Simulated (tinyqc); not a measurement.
The window of frequencies: the 3-omega method: a line heater on a substrate with a thin film. Computed by tinyqc, a small Python program. Command: `OMP_NUM_THREADS=1 python tinyqc.py 3020209 3020210 out.jsonl threeomega walk`. One thread of a shared host (Intel(R) Xeon(R) Processor @ 2.30GHz), about 0.01 s of CPU time with the checks.

A current at angular frequency omega = 2 pi f heats the line at 2 omega with the amplitude P per length; the temperature swing Delta T at 2 omega gives a voltage at 3 omega. The substrate is taken as semi-infinite and isotropic, and the heat capacity of heater and film is left out.

Inputs (values chosen for the exercise, modelled on a phase-change telluride on germanium):
```
quantity                      value           unit
substrate conductivity kappa   59.4        W/(m K)
substrate heat capacity C      1.72  1e6 J/(m^3 K)
heater half-width b             6.5     micrometre
power amplitude per length P    8.6            W/m
current frequency f             240             Hz
substrate thickness d_s         380     micrometre
```

Method:
- D = kappa/C; q = sqrt(2 i omega/D); penetration depth 1/|q| = sqrt(D/(2 omega)).
- Delta T_s = (P/(pi kappa)) int_0^infinity (sin x/x)^2 / sqrt(x^2 + (q b)^2) dx with (q b)^2 = i |q b|^2, averaged over the heater width (12 Gauss-Legendre points on each of the pieces 0, 14 log-spaced edges from 1e-5 to 1, and multiples of pi to 40 pi; the tail adds 1/(4 (40 pi)^2)).
- For |q| b much below 1: Delta T_s = (P/(pi kappa)) [-ln(|q| b) + eta - i pi/4], eta = 3/2 - C_E = 0.92278, with Euler's C_E = 0.5772157.
- The slope value uses each f and 2f: kappa = P ln 2/(2 pi [Delta T(f) - Delta T(2f)]).

diffusivity D = 34.5349 mm^2/s

Bare substrate; columns: (1) f (Hz); (2) penetration depth (micrometre); (3) |q| b; (4) in-phase (K); (5) out-of-phase (K); (6) narrow-line form (K); (7) kappa from the slope (W/(m K)):
```
(1)           (2)        (3)        (4)         (5)        (6)     (7)
0.65       2056.2  0.0031612    0.30783   -0.036195    0.30783  59.400
6.5        650.23  0.0099965    0.25477   -0.036191    0.25477  59.402
65         205.62   0.031612    0.20172   -0.036161    0.20172  59.422
330        91.257   0.071227    0.16431   -0.036053    0.16428  59.513
1300       45.978    0.14137    0.13281   -0.035740    0.13269  59.842
6500       20.562    0.31612   0.096185   -0.034533   0.095601  61.547
26000      10.281    0.63223   0.065851   -0.031608   0.063657  67.531
130000     4.5978     1.4137   0.035487   -0.024105   0.026571  95.909
650000     2.0562     3.1612   0.016204   -0.013888  -0.010515  199.54
3.90e+06  0.83944     7.7432  0.0066107  -0.0062264  -0.051801  489.99
```

What follows from these numbers?

The slope gives kappa within 1 % up to |q| b = 0.14 (f = 1300 Hz) among these rows. The penetration depth stays under d_s/5 = 76 micrometre from f = 1300 Hz up, so that row alone meets both conditions. At high f the flow turns one-dimensional: in-phase and out-of-phase parts become equal in size (ratio 0.94 in the last row) and fall as f^(-1/2) (exponent -0.50). Caution: the penetration depth exceeds a fifth of the substrate thickness, so the back face is felt and the semi-infinite formula fails.
